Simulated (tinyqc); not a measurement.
Hot electrons in a saturated n-channel MOSFET, lucky-electron model: two steps of the calculation.

Beyond pinch-off the lateral field grows as Esat cosh(y/l) over the velocity-saturated region (pseudo-two-dimensional model). Impact ionisation in this region gives the substrate current, which biases the body forward through Rsub. Currents are per width. Local-field laws: they overstate ionisation when the field peak is narrower than an energy relaxation length.

Values chosen for this exercise; values close to those of silicon n-channel devices: channel length L = 0.5 um; oxide thickness tox = 11 nm; junction depth xj = 210 nm; effective mobility mu = 300 cm^2/(V s); saturation velocity vs = 1e7 cm/s; hot-electron mean free path lm = 9.6 nm; oxide barrier pb = 3.2 V; prefactor of the gate current Cg = 0.0031; lifetime exponent m = 3; lifetime constant Hl = 14000 s uA/um.

Constants: eps0 = 8.8541878128e-14 F/cm where lengths are in cm. Results are converted to the units shown.

Question 1. Length and field scales. Cox = 3.9 eps0/tox, l = sqrt(3 tox xj), Esat = 2 vs/mu.

Find: Cox; l; Esat; Esat L.

Answer 1.

Cox = 0.3139 uF/cm^2
l = 83.25 nm
Esat = 0.06667 MV/cm
Esat L = 3.333 V

Question 2. Gate current, lifetime and channel shortening. Ig = Cg Id exp(-pb/(lm Em)); lifetime tau = (Hl/Id)(Isub/Id)^(-m); length of the saturated region dL = l ln[(dV/l + Em)/Esat]. 1 year = 3.15576e7 s.

Id = 233.96675 uA/um
dV = 2.5062240 V
Em = 0.30835314 MV/cm
Isub = 2.5407700 uA/um
l = 83.246622 nm
Esat = 0.066666667 MV/cm

Wanted: Isub/Id; Ig; tau; dL.

Answer 2.

Isub/Id = 0.010860
Ig = 14.647 pA/um
tau = 1.4806 years
dL = 184.21 nm

The lifetime misses ten years.

tinyqc, about 0.01 s, one thread, Intel Xeon 2.30GHz (shared host): `OMP_NUM_THREADS=1 python tinyqc.py 2550058 2550059 out.jsonl`
